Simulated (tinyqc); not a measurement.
# Inputs raised by 2 %, one at a time

Model: mobility of a non-polar semiconductor in the relaxation-time approximation. Computed by tinyqc, a small Python program. Command: `OMP_NUM_THREADS=1 python tinyqc.py 3001945 3001946 out.jsonl rta sens`. One thread of a shared host (Intel(R) Xeon(R) Processor @ 2.30GHz), about 0.02 s of CPU time with the checks.

Each valley is treated as a sphere of mass m_d for states and rates, with one isotropic relaxation time; the conductivity mass m_c sets the current.

Inputs (values chosen for the exercise, modelled on electrons in diamond):
```
quantity                                            value       unit
longitudinal mass m_l                                1.49        m_0
transverse mass m_t                                 0.273        m_0
equivalent valleys Z                                    6          -
non-parabolicity alpha                               0.21       1/eV
static permittivity eps_s                             5.7          -
density rho                                          3515     kg/m^3
sound velocity v_l                                  17900        m/s
acoustic deformation potential D_A                    9.1         eV
phonon energy hbar w                                  143        meV
optical or intervalley deformation potential D_o      7.9  1e8 eV/cm
final valleys Z_f                                       5          -
carrier density n                                 2.6e+17     1/cm^3
compensation ratio C                                    0          -
temperature T                                         350          K
```

Band: Kane. Impurity formula: Brooks-Herring. Further scattering: none.

Constants: k_B = 8.617333262e-05 eV/K; m_0 = 9.1093837015e-31 kg; e = 1.602176634e-19 C; hbar = 1.054571817e-34 J s; eps_0 = 8.8541878128e-12 F/m; k_B = 1.380649e-23 J/K; hbar = 6.582119569e-16 eV s.

Method:
- m_d = (m_l m_t^2)^(1/3); 1/m_c = (1/m_l + 2/m_t)/3; Hall mass factor A = 3 K_m (K_m + 2)/(2 K_m + 1)^2, K_m = m_l/m_t; N_I = n (1 + C)/(1 - C).
- Kane band: hbar^2 k^2/(2 m) = E (1 + alpha E), speed v = hbar k/(m (1 + 2 alpha E)), states per spin, volume and energy g(E) = m k (1 + 2 alpha E)/(2 pi^2 hbar^2); overlap factors are set to 1. Here m = m_d. Masses are multiplied by m_0 and all formulas are in SI units.
- The reduced Fermi level eta = E_F/(k_B T) solves n = 2 Z int g f dE with f = 1/(1 + exp(x - eta)) (Z = 1 unless valleys are given); screening length L_s = sqrt(eps_s eps_0 k_B T/(e^2 dn/deta)), dn/deta = 2 Z int g f (1 - f) dE.
- Integrals over x = E/(k_B T) use 160 Gauss-Legendre points in u = sqrt(x) from 0 to sqrt(max(eta, 0) + 32).
- Phonon occupation N_q = 1/(exp(hbar w/(k_B T)) - 1).
- Acoustic deformation potential (elastic, equipartition, absorption and emission together): 1/tau = 2 pi k_B T D_A^2 g(E)/(hbar rho v_l^2).
- Optical or intervalley deformation potential: 1/tau = (pi Z_f D_o^2/(rho w)) [N_q g(E + hbar w) + (N_q + 1) g(E - hbar w)], with g = 0 below the band edge.
- Each optical term is multiplied by (1 - f(E'))/(1 - f(E)), E' the final energy, for Pauli blocking.
- Singly charged impurities, momentum relaxation: 1/tau = N_I e^4 m (1 + 2 alpha E) Phi/(8 pi (eps_s eps_0)^2 hbar^3 k^3), with alpha = 0 for a parabolic band.
- Brooks-Herring: Phi = ln(1 + b) - b/(1 + b), b = 4 k^2 L_s^2.
- mu = (m_d/m_c) (2 Z e/(3 n k_B T)) int g v^2 tau f (1 - f) dE.
- Averages over x are split at the emission threshold x_0 = hbar w/(k_B T): 64 Gauss-Legendre points in sqrt(x) below it and 128 in sqrt(x - x_0) above it, up to x = max(eta, 0) + 32.
- Rates are added at each energy before the average. With <y> = int g v^2 y f (1 - f) dE: Hall factor r_H = A (3 n k_B T/(2 Z m_d)) <tau^2/(1 + 2 alpha E)>/<tau>^2 (alpha = 0 for a parabolic band); Hall mobility r_H mu; |S| = (k_B/e) (<x tau>/<tau> - eta); resistivity 1/(n e mu).

Runs; columns: (1) input moved; (2) from; (3) to; (4) drift mobility mu (cm^2/(V s)); (5) Hall factor r_H; (6) Seebeck coefficient |S| (microvolt/K); (7) ionised impurity mobility (cm^2/(V s)):
```
(1)                                        (2)      (3)     (4)     (5)     (6)     (7)
base run                                     -        -  674.93  1.0292  727.01  1121.5
longitudinal mass m_l (m_0)               1.49   1.5198  672.70  1.0266  727.63  1121.6
transverse mass m_t (m_0)                0.273  0.27846  660.60  1.0302  728.26  1105.1
static permittivity eps_s                  5.7    5.814  691.80  1.0277  726.32  1161.3
sound velocity v_l (m/s)                 17900    18258  680.80  1.0319  727.38  1121.5
acoustic deformation potential D_A (eV)    9.1    9.282  668.96  1.0265  726.62  1121.5
phonon energy hbar w (meV)                 143   145.86  680.93  1.0305  728.42  1121.5
temperature T (K)                          350      357  673.26  1.0250  727.65  1143.4
```

Exponents ln(y'/y) / ln(x'/x):
```
input                               drift mobility mu  Hall factor r_H  Seebeck coefficient |S|  ionised impurity mobility
longitudinal mass m_l                          -0.167           -0.124                    0.043                      0.004
transverse mass m_t                            -1.084            0.052                    0.087                     -0.741
static permittivity eps_s                       1.247           -0.074                   -0.048                      1.763
sound velocity v_l                              0.437            0.132                    0.026                      0.000
acoustic deformation potential D_A             -0.449           -0.133                   -0.027                      0.000
phonon energy hbar w                            0.447            0.067                    0.098                      0.000
temperature T                                  -0.125           -0.204                    0.045                      0.977
```

Among the inputs moved here: drift mobility mu answers most in size to static permittivity eps_s (exponent +1.247), next to transverse mass m_t (-1.084). Hall factor r_H answers most in size to temperature T (exponent -0.204), next to acoustic deformation potential D_A (-0.133). Seebeck coefficient |S| answers most in size to phonon energy hbar w (exponent +0.098), next to transverse mass m_t (+0.087). Ionised impurity mobility answers most in size to static permittivity eps_s (exponent +1.763), next to temperature T (+0.977); its exponent is below 0.0005 for sound velocity v_l, acoustic deformation potential D_A, phonon energy hbar w.

Caution (all rows): n is taken as given; at low temperature (in diamond even at 300 K) real dopants can freeze out, which changes n and N_I.
